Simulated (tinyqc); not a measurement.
From results back to parameters: pi bands of a honeycomb layer in tight binding. Three cases, with inputs chosen for the exercise.

Problem. With nearest hopping t, overlap s0 of neighbours and w the size of the sum of the three phase factors, the levels are -t w/(1 + s0 w) and t w/(1 - s0 w). The levels at Gamma (w = 3) come from hidden t and s0.

Find: t, s0; difference at M (w = 1).

Method. The reciprocals of the sizes add to 2/(3t) and differ by 2 s0/t.

Case 1.

levels at Gamma (eV): lower -6.57692, upper 12.21429

Solution.

t, s0: 2.850  0.100

difference at M (w = 1) = 5.758 eV

Case 2.

levels at Gamma (eV): lower -6.52471, upper 12.52555

Solution.

t, s0: 2.860  0.105

difference at M (w = 1) = 5.784 eV

Case 3.

levels at Gamma (eV): lower -5.82734, upper 13.27869

Solution.

t, s0: 2.700  0.130

difference at M (w = 1) = 5.493 eV

Computed by tinyqc, one run a case: `OMP_NUM_THREADS=1 python tinyqc.py N N+1 out.jsonl` with N = 1450571, 1450704, 1450786; one thread of a shared Intel(R) Xeon(R) Processor @ 2.30GHz, about 0.01 s a run at most.
